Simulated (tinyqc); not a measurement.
Six-band Luttinger-Kohn model with strain: one step. Levels and their make-up. Three cases, with inputs chosen for the exercise.

Question. Diagonalise H. The weights add +m and -m and are averaged over each pair; m is taken along z.

Give: levels from the top, each twofold; weights.

Case 1.

H(k) (eV), lower triangle (Hermitian):
```
                      3/2,3/2              3/2,1/2             3/2,-1/2            3/2,-3/2    1/2,1/2
3/2,3/2             -0.084049
3/2,1/2    0.032104+0.079024i            -0.169121
3/2,-1/2  -0.023754+0.031131i                    0            -0.169121
3/2,-3/2                    0  -0.023754+0.031131i  -0.032104-0.079024i           -0.084049
1/2,1/2    0.022701+0.055879i            -0.060155  -0.039319+0.096785i  0.033593+0.044026i  -0.418585
1/2,-1/2  -0.033593+0.044026i  -0.039319-0.096785i             0.060155  0.022701-0.055879i          0

           1/2,-1/2
1/2,-1/2  -0.418585
```

Answer.

levels from the top, each twofold (eV): -0.0230  -0.1512  -0.4976

weights:
```
               top  second  third
|3/2,+-3/2>  0.711   0.219  0.069
|3/2,+-1/2>  0.287   0.555  0.158
|1/2,+-1/2>  0.002   0.226  0.773
```

The top pair is 71 % |3/2,+-3/2>, the second pair is 56 % |3/2,+-1/2> and the third pair is 77 % |1/2,+-1/2>.

Case 2.

H(k) (eV), lower triangle (Hermitian):
```
                      3/2,3/2              3/2,1/2             3/2,-1/2            3/2,-3/2    1/2,1/2
3/2,3/2             -0.009180
3/2,1/2    0.024004+0.024004i             0.002129
3/2,-1/2  -0.006667+0.036517i                    0             0.002129
3/2,-3/2                    0  -0.006667+0.036517i  -0.024004-0.024004i           -0.009180
1/2,1/2    0.016973+0.016973i             0.007997  -0.029398+0.029398i  0.009428+0.051643i  -0.275526
1/2,-1/2  -0.009428+0.051643i  -0.029398-0.029398i            -0.007997  0.016973-0.016973i          0

           1/2,-1/2
1/2,-1/2  -0.275526
```

Answer.

levels from the top, each twofold (eV): 0.0476  -0.0337  -0.2965

weights:
```
               top  second  third
|3/2,+-3/2>  0.461   0.489  0.049
|3/2,+-1/2>  0.537   0.433  0.030
|1/2,+-1/2>  0.002   0.077  0.921
```

The top pair is 54 % |3/2,+-1/2>, the second pair is 49 % |3/2,+-3/2> and the third pair is 92 % |1/2,+-1/2>.

Case 3.

H(k) (eV), lower triangle (Hermitian):
```
                     3/2,3/2             3/2,1/2   3/2,-1/2             3/2,-3/2    1/2,1/2
3/2,3/2            -0.124629
3/2,1/2                    0           -0.081645
3/2,-1/2  0.035703+0.054070i                   0  -0.081645
3/2,-3/2                   0  0.035703+0.054070i          0            -0.124629
1/2,1/2                    0            0.030394          0  -0.050491+0.076467i  -0.405137
1/2,-1/2  0.050491+0.076467i                   0  -0.030394                    0          0

           1/2,-1/2
1/2,-1/2  -0.405137
```

Answer.

levels from the top, each twofold (eV): -0.0322  -0.1403  -0.4389

weights:
```
               top  second  third
|3/2,+-3/2>  0.398   0.510  0.092
|3/2,+-1/2>  0.593   0.389  0.018
|1/2,+-1/2>  0.009   0.102  0.890
```

The top pair is 59 % |3/2,+-1/2>, the second pair is 51 % |3/2,+-3/2> and the third pair is 89 % |1/2,+-1/2>.

Computed by tinyqc, one run a case: `OMP_NUM_THREADS=1 python tinyqc.py N N+1 out.jsonl` with N = 1050062, 1050073, 1050245; one thread of a shared Intel(R) Xeon(R) Processor @ 2.30GHz, about 0.2 s a run at most.
